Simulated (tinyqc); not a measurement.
Raising U: Hubbard chain of 4 sites, mean field against exact. Computed by the program tinyqc. Collinear unrestricted mean field (the lowest of 40 random starts) against exact diagonalisation.

one-body matrix (hopping and site energies) (eV):
```
,1,2,3,4
1,-0.4300,-1.9800,0.0000,0.0000
2,-1.9800,-0.4200,-1.9800,0.0000
3,0.0000,-1.9800,0.2800,-1.9800
4,0.0000,0.0000,-1.9800,0.1000
```

electrons, up and down: 2  2

Exact and mean-field results (eV):
```
U,U/t,E exact,E mean field,mean |n_up - n_down|,"double occupancy, exact",first gap in the sector
0.990,0.500,-8.40396,-8.35302,0.000,0.225,2.124
1.980,1.000,-7.56485,-7.36203,0.000,0.199,1.903
3.960,2.000,-6.17529,-5.42980,0.391,0.153,1.545
5.940,3.000,-5.12492,-4.12700,0.695,0.114,1.273
7.920,4.000,-4.34164,-3.31546,0.819,0.085,1.066
11.880,6.000,-3.30709,-2.41440,0.918,0.050,0.786
15.840,8.000,-2.68290,-1.94022,0.953,0.031,0.614
23.760,12.000,-1.99107,-1.45568,0.979,0.015,0.423
39.600,20.000,-1.39793,-1.06307,0.993,0.006,0.258
```

What does the comparison show, and why?

In absolute terms mean field is worst at U/t = 4.0, 1.026 eV too high: at small U it is nearly exact, and at large U it misses only exchange-scale energies. Its local moments set in at U/t = 2.0 of those listed, a broken symmetry that the exact state of a finite cluster with equal spins does not have. Relative to the exact energy its error is 0.6 % at the smallest U, 28 % at most and 24 % at the largest. The double occupancy falls from 0.225 to 0.006.
